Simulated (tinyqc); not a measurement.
From results back to parameters: propagation of a band-gap error through k.p and effective-mass formulas. Five cases, with inputs chosen for the exercise.

Problem. A calculation returned the electron mass below. With 1/me = 1 + Ep (E + 2 Dso/3)/(E (E + Dso)) and the given Ep and Dso, which gap E did it have, and by what factor is exp(-E/2kT) off against the gap Eg?

Constants: kB = 8.617333262e-05 eV/K.

Case 1.

Values chosen (reference values near those of GaSb, gap at low temperature; not measured data): Eg = 0.802 eV (gap at Gamma to the s-like level); Dso = 0.748 eV (spin-orbit splitting); Ep = 26.9 eV (Kane energy); T = 77 K (temperature).

me = 0.0149821 m0

Case 2.

Values chosen (reference values near those of InAs, gap at low temperature; not measured data): Eg = 0.416 eV (gap at Gamma to the s-like level); Dso = 0.391 eV (spin-orbit splitting); Ep = 21.9 eV (Kane energy); T = 300 K (temperature).

me = 0.0138754 m0

Case 3.

Values chosen (reference values near those of GaAs, gap at low temperature; not measured data): Eg = 1.546 eV (gap at Gamma to the s-like level); Dso = 0.344 eV (spin-orbit splitting); Ep = 25.8 eV (Kane energy); T = 400 K (temperature).

me = 0.1093520 m0

Case 4.

Values chosen (reference values near those of GaSb, gap at low temperature; not measured data): Eg = 0.82 eV (gap at Gamma to the s-like level); Dso = 0.757 eV (spin-orbit splitting); Ep = 26.8 eV (Kane energy); T = 300 K (temperature).

me = 0.0381787 m0

Case 5.

Values chosen (reference values near those of GaSb, gap at low temperature; not measured data): Eg = 0.823 eV (gap at Gamma to the s-like level); Dso = 0.751 eV (spin-orbit splitting); Ep = 27.5 eV (Kane energy); T = 300 K (temperature).

me = 0.0313625 m0

Find: X = 1/me - 1; E; log10 of the factor.
Solution. X E^2 + (X Dso - Ep) E - (2/3) Ep Dso = 0 has one positive root; the factor is exp((Eg - E)/2kT).

Case 1.

X = 1/me - 1 = 65.746
E = 0.313 eV
log10 of the factor = 16.00

Case 2.

X = 1/me - 1 = 71.070
E = 0.245 eV
log10 of the factor = 1.44

Case 3.

X = 1/me - 1 = 8.145
E = 3.061 eV
log10 of the factor = -9.54

Case 4.

X = 1/me - 1 = 25.193
E = 0.902 eV
log10 of the factor = -0.69

Case 5.

X = 1/me - 1 = 30.885
E = 0.741 eV
log10 of the factor = 0.69

Computed by tinyqc, one run a case: `OMP_NUM_THREADS=1 python tinyqc.py N N+1 out.jsonl` with N = 1850702, 1850710, 1850721, 1850726, 1850754; one thread of a shared Intel(R) Xeon(R) Processor @ 2.30GHz, about 0.01 s a run at most.
